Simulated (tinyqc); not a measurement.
Six-transistor SRAM cell, nodal equations and margins: two steps of the calculation.

Two cross-coupled inverters (pull-down bn, pull-up bp) hold the nodes Q and QB; access transistors (ba, threshold VTn, gate on the word line at Vdd when selected) join them to the bit lines. Transistor (EKV form, voltages against the body): I = 2 n b Vt^2 [F(vp - Vs) - F(vp - Vd)] from drain to source, F(v) = ln^2(1 + exp(v/(2 Vt))), vp = (Vg - VT + sg |Vd - Vs|)/n. n-channel bodies are at 0; for the p-channel device all voltages are counted down from Vdd. b in uA/V^2 gives I in uA. For an access transistor the bit line is the drain and the node the source. In a read both bit lines are at Vdd. The cell is symmetric (no mismatch).

Inputs (values chosen for the exercise):
- T = 300 K (temperature)
- Vdd = 0.7 V (supply voltage)
- n = 1.1 (slope factor)
- sg = 0.103 (drain-induced barrier lowering)
- VTn = 0.31 V (n-channel threshold)
- VTp = 0.29 V (p-channel threshold (magnitude))
- bn = 260 uA/V^2 (gain factor of the pull-down transistor)
- ba = 170 uA/V^2 (gain factor of the access transistor)
- bp = 88 uA/V^2 (gain factor of the pull-up transistor)

Constants: q = 1.602176634e-19 C, kB = 1.380649e-23 J/K, Vt = kB T/q. Results are converted to the units shown.

Problem 1. Node voltages in a read by Newton steps. F1 = In(gate QB, drain Q) - Ip(gate QB, drain Q) - Ia(bit line, Q), F2 the same with Q and QB exchanged; J by central differences with +/- 1e-6 V; solve J d = -F, limit each component to +/- 0.15 V and add.

(Q, QB) after iteration 1 (V): Q 0.08815077, QB 0.69999009

Find: F1, F2; J; (Q, QB) after iteration 2.

Solution 1.

F1, F2 (uA): [-1.7823, 0.0016]

J (uS):

|  | Q | QB |
|---|---|---|
| F1 | 146.71 | 23.13 |
| F2 | 0.06 | 28.25 |

(Q, QB) after iteration 2 (V): Q 0.10031, QB 0.69991

Problem 2. The largest square in the read butterfly. f(x) is the node voltage of one half-cell in a read for input x (In - Ip - Ia = 0). Static noise margin: side of the largest square between the curve (x, f(x)) and its mirror image (f(y), y); with h(c) the root x of f(x) - x = c, it is the maximum over c > 0 of h(c) - h(-c) + c.

| point | c (V) |
|---|---|
| 0 | 0.11 |
| 1 | 0.19 |
| 2 | 0.26 |
| 3 | 0.32 |
| 4 | 0.37 |
| 5 | 0.41 |
| 6 | 0.45 |

Give: h(c); h(-c); side.

Solution 2.

| point | h(c) (V) | h(-c) (V) | side (V) |
|---|---|---|---|
| 0 | 0.32080 | 0.38953 | 0.04127 |
| 1 | 0.31220 | 0.42850 | 0.07370 |
| 2 | 0.30454 | 0.46456 | 0.09998 |
| 3 | 0.29460 | 0.49737 | 0.11723 |
| 4 | 0.28027 | 0.52727 | 0.12300 |
| 5 | 0.26246 | 0.55341 | 0.11904 |
| 6 | 0.23757 | 0.58157 | 0.10600 |

The maximum over c is 123.0 mV, the read margin; with the word line off (no Ia) the same construction gives 258.2 mV.

Program tinyqc, `OMP_NUM_THREADS=1 python tinyqc.py 2340173 2340174 out.jsonl`; Intel Xeon 2.30GHz, shared host, one thread, about 0.2 s.
